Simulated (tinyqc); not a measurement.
# Changing the anneal time t

Model: solubility, supersaturation, precipitation and gettering of an impurity in a silicon-like host. Computed by tinyqc, a small Python program. Command: `OMP_NUM_THREADS=1 python tinyqc.py 3014837 3014838 out.jsonl ripen sweep`. One thread of a shared host (Intel(R) Xeon(R) Processor @ 2.30GHz), about 0.01 s of CPU time with the checks.

The wafer was saturated at T1 and is then held at T.

Inputs (values chosen for the exercise, modelled on iron in silicon):
```
quantity                                   value    unit
site density N0                            5e+22  1/cm^3
enthalpy of solution H                      3.03      eV
entropy of solution S                        8.7     k_B
diffusion prefactor D0                   0.00093  cm^2/s
migration energy Q                         0.672      eV
temperature of saturation T1                1400       K
anneal temperature T                        1037       K
sink density n                           7.9e+11  1/cm^3
initial sink radius r0                       2.9      nm
impurity density in the precipitate C_p  2.9e+22  1/cm^3
interface energy gamma                      0.45   J/m^2
```

Constants: k_B = 8.617333262e-05 eV/K; k_B = 1.380649e-23 J/K.

Method:
- C_eq(T) = N0 exp(S/k_B - H/(k_B T)); D(T) = D0 exp(-Q/(k_B T)); C0 = C_eq(T1). Supersaturation s = C0/C_eq(T); critical radius r* = 2 gamma/(C_p k_B T ln s); barrier W* = (4 pi/3) gamma r*^2. Strain energy is left out.
- tau0 = 1/(4 pi n r0 D); C_fixed(t) = C_eq + (C0 - C_eq) exp(-t/tau0). If all excess precipitates, the final radius is r_f = [r0^3 + 3 (C0 - C_eq)/(4 pi n C_p)]^(1/3), with tau_f = 1/(4 pi n r_f D).
- Growing sinks: with y = r/r_f and y0 = r0/r_f, dy/dt = (1 - y^3)/(3 tau_f y), which integrates to t/tau_f = F(y) - F(y0), F(y) = (1/2) ln[(1 + y + y^2)/(1 - y)^2] - sqrt(3) arctan[(2y + 1)/sqrt(3)]; the share of the excess left is (1 - y^3)/(1 - y0^3), and C(t) = C_eq + (C0 - C_eq) x share.

One run for each value:
```
anneal time t (s)  radius at t (nm)  share of the excess left  C(t) with growing sinks (1/cm^3)  C_fixed(t) (1/cm^3)
0.0067                       2.9148                9.9030e-01                        3.6777e+15           3.6778e+15
0.021                        2.9457                9.6974e-01                        3.6014e+15           3.6023e+15
0.066                        3.0368                9.0655e-01                        3.3667e+15           3.3745e+15
0.21                         3.2759                7.2177e-01                        2.6806e+15           2.7381e+15
0.65                         3.6889                3.3299e-01                        1.2370e+15           1.4460e+15
2                            3.9610                2.4205e-02                        9.0442e+13           2.0425e+14
6.4                          3.9808                3.7899e-06                        5.7856e+11           9.0745e+11
20                           3.9808                6.4594e-18                        5.6449e+11           5.6449e+11
64                           3.9808                5.4431e-56                        5.6449e+11           5.6449e+11
```

Describe and explain the trends.

Over the rows, radius at t (nm) rises from 2.91 to 3.98, flat over part of the range; share of the excess left falls from 0.990 to 5.44e-56 (exponent d ln y / d ln x -0.018 between the first rows and -75 between the last); C(t) with growing sinks (1/cm^3) falls from 3.68e15 to 5.64e11, flat over part of the range. At the low end the exponent of radius at t is 0.01, close to 0: not yet started, or complete.  Left out: 200 (growth negligible, or long complete).

Caution (all rows): the barrier to homogeneous nucleation is below 35 k_B T for these inputs, so new precipitates would form and outnumber the fixed sinks assumed here.
